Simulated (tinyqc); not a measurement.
Inside a calculation. Method: Hubbard chain of 6 sites. Computed by tinyqc, a small Python program that keeps every step. Settings: hopping = 0.95, U = 9.2, mixing = 1, iteration cap = 61. Command: `OMP_NUM_THREADS=1 python tinyqc.py 20156 20157 out.jsonl` (the two numbers bound the seeds that draw the settings). One thread of a shared host (Intel(R) Xeon(R) Processor @ 2.60GHz), about 0.3 s of CPU time with the checks. Later iterations appear only in the table of the cycle.

## Mean-field iteration 1

one-body matrix (hopping and site energies) (eV):
```
         1        2        3        4        5        6
1   0.0000  -0.9500   0.0000   0.0000   0.0000   0.0000
2  -0.9500   0.0000  -0.9500   0.0000   0.0000   0.0000
3   0.0000  -0.9500   0.0000  -0.9500   0.0000   0.0000
4   0.0000   0.0000  -0.9500   0.0000  -0.9500   0.0000
5   0.0000   0.0000   0.0000  -0.9500   0.0000  -0.9500
6   0.0000   0.0000   0.0000   0.0000  -0.9500   0.0000
```

U = 9.2000 eV

electrons, up and down: 3  3

mixing = 1

n(up) at the start (a guess, not normalised): 1 0.8000, 2 0.2000, 3 0.8000, 4 0.2000, 5 0.8000, 6 0.2000

n(down) at the start (a guess): 1 0.2000, 2 0.8000, 3 0.2000, 4 0.8000, 5 0.2000, 6 0.8000

H(up) = T + U n(down), H(down) = T + U n(up); fill the lowest levels; n(new) = n + mixing (n(out) - n); E = tr T (rho up + rho down) + U sum n_up n_down of the output.

levels, up (eV): 1.3522  1.5965  1.8078  7.3922  7.6035  7.8478

levels, down (eV): 1.3522  1.5965  1.8078  7.3922  7.6035  7.8478

energy = -0.7302 eV

n(up) after iteration 1: 1 0.9746, 2 0.0489, 3 0.9528, 4 0.0472, 5 0.9511, 6 0.0254

n(down) after iteration 1: 1 0.0254, 2 0.9511, 3 0.0472, 4 0.9528, 5 0.0489, 6 0.9746

## Mean-field iteration 2

As before.

levels, up (eV): 0.0454  0.1897  0.3612  8.8388  9.0103  9.1546

levels, down (eV): 0.0454  0.1897  0.3612  8.8388  9.0103  9.1546

energy = -0.9703 eV

n(up) after iteration 2: 1 0.9884, 2 0.0233, 3 0.9766, 4 0.0234, 5 0.9767, 6 0.0116

n(down) after iteration 2: 1 0.0116, 2 0.9767, 3 0.0234, 4 0.9766, 5 0.0233, 6 0.9884

## Mean-field iteration 3

As before.

levels, up (eV): -0.1255  0.0102  0.1538  9.0462  9.1898  9.3255

levels, down (eV): -0.1255  0.0102  0.1538  9.0462  9.1898  9.3255

energy = -0.9726 eV

n(up) after iteration 3: 1 0.9893, 2 0.0214, 3 0.9787, 4 0.0213, 5 0.9786, 6 0.0107

n(down) after iteration 3: 1 0.0107, 2 0.9786, 3 0.0213, 4 0.9787, 5 0.0214, 6 0.9893

## Convergence

Each step fills the lowest levels of T + U n(other spin) and sets n(new) = n + mixing (n(out) - n); stop when output and input agree to 1e-8.

Course of the cycle:
```
iteration     E (eV)  largest |n(out) - n(in)|  mean |n_up - n_down|
1          -0.730155                  1.75e-01                0.9191
2          -0.970291                  2.56e-02                0.9612
3          -0.972555                  2.11e-03                0.9644
4          -0.972568                  1.67e-04                0.9647
5          -0.972568                  1.29e-05                0.9647
6          -0.972568                  9.81e-07                0.9647
7          -0.972568                  7.43e-08                0.9647
8          -0.972568                  5.61e-09                0.9647
```

local moments n_up - n_down: 1 0.9787, 2 -0.9576, 3 0.9578, 4 -0.9578, 5 0.9576, 6 -0.9787

Converged in 8 iterations. Before convergence this energy mixes input and output and is not variational, so it may rise towards its limit.

## Exact diagonalisation (400 states)

Lowest levels of the sector, and the double occupancy of the lowest state.

lowest levels (eV): -1.4117  -1.2266  -1.0101  -0.9236  -0.8585  -0.8031

double occupancy per site = 0.0236

The mean-field solution above lies 0.4391 eV above the exact energy.

## The lowest level by Lanczos steps

From a random start vector (not printed): a_j = <q_j|H|q_j>, b_j = norm of the remainder after orthogonalising; the Ritz value is the lowest eigenvalue of the tridiagonal matrix of a and b so far.

Lanczos:
```
j   a_j (eV)  b_j (eV)  lowest Ritz value (eV)
1    11.9248    7.0577               11.924836
2    11.8416    8.2943                4.825442
3    13.6016   10.3663                1.436975
4    15.5835    5.1438               -0.815584
5    12.6538    5.5797               -1.147438
6    13.3668    7.1424               -1.213767
7    11.5577   10.5444               -1.245397
8    16.2863    6.1785               -1.324132
9    15.2769    5.3481               -1.380247
10   14.0774    5.4754               -1.392486
```
